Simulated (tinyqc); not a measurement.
Plane-wave Kohn-Sham cycle with exchange-only LDA in a layered model solid, step by step. One step of it, computed by the program tinyqc.

Question. Iteration 2: Hamiltonian at one k. H(m,m') = (k + G_m)^2/2 delta + V(G_m - G_m'), with V(-G) = V(G).

A solid whose potential varies along x alone (atomic units):
```
parameter                      value
period a                   14.900000
cross-section of the cell  14.000000
electrons per cell                 2
grid points                       16
plane waves -n..n, n               3
k points                           3
V1 in V1 cos(2 pi x/a)     -0.270000
```

V(G_m), m = 0, 1, 2, ... (hartree): -0.152598  0.329458  0.058609  0.009042  0.001830  -0.000167  0.000172

k = 0.000000 2 pi / a

Give: H.

Answer.

H (hartree):
```
         -3       -2       -1       +0       +1       +2       +3
-3   0.6476   0.3295   0.0586   0.0090   0.0018  -0.0002   0.0002
-2   0.3295   0.2030   0.3295   0.0586   0.0090   0.0018  -0.0002
-1   0.0586   0.3295  -0.0637   0.3295   0.0586   0.0090   0.0018
+0   0.0090   0.0586   0.3295  -0.1526   0.3295   0.0586   0.0090
+1   0.0018   0.0090   0.0586   0.3295  -0.0637   0.3295   0.0586
+2  -0.0002   0.0018   0.0090   0.0586   0.3295   0.2030   0.3295
+3   0.0002  -0.0002   0.0018   0.0090   0.0586   0.3295   0.6476
```
